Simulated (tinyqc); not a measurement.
Inside a calculation. Method: sp3 tight binding, zinc-blende lattice. One step of it, computed by the program tinyqc.

Task: Levels at k. Diagonalise the Hermitian matrix.

H(k) at k (eV), lower triangle (Hermitian):
```
                      a s                 a px                 a py                 a pz
a s            -18.660000
a px             0.000000            -6.830000
a py             0.000000             0.000000            -6.830000
a pz             0.000000             0.000000             0.000000            -6.830000
c s   -0.757339-2.802287i   2.243800+0.364860i   0.689101+1.188031i   0.921531+0.888383i
c px  -2.243800-0.364860i   0.183597+0.679342i  -1.067839-1.029429i  -0.798507-1.376650i
c py  -0.689101-1.188031i  -1.067839-1.029429i   0.183597+0.679342i  -2.600040-0.422788i
c pz  -0.921531-0.888383i  -0.798507-1.376650i  -2.600040-0.422788i   0.183597+0.679342i

             c s       c px       c py       c pz
c s   -13.580000
c px    0.000000  -4.170000
c py    0.000000   0.000000  -4.170000
c pz    0.000000   0.000000   0.000000  -4.170000
```

Give: eigenvalues; weights |c|^2 of the basis functions.

Result:

eigenvalues (eV): -20.4840  -13.7793  -9.0676  -8.7587  -6.4419  -2.9912  -2.2148  -1.5026

weights |c|^2 of the basis functions:
```
      band 1  band 2  band 3  band 4  band 5  band 6  band 7  band 8
a s   0.8062  0.1309  0.0067  0.0008  0.0343  0.0141  0.0003  0.0067
a px  0.0035  0.0878  0.1832  0.0474  0.4494  0.1565  0.0012  0.0709
a py  0.0006  0.0436  0.3316  0.2048  0.1335  0.0242  0.1295  0.1324
a pz  0.0007  0.0393  0.1495  0.4491  0.0615  0.0135  0.1663  0.1201
c s   0.1647  0.6550  0.0201  0.0024  0.1487  0.0035  0.0002  0.0054
c px  0.0150  0.0163  0.0856  0.0186  0.0988  0.6112  0.0028  0.1517
c py  0.0048  0.0151  0.1353  0.0994  0.0499  0.1169  0.3155  0.2631
c pz  0.0045  0.0120  0.0880  0.1774  0.0240  0.0601  0.3843  0.2497
```
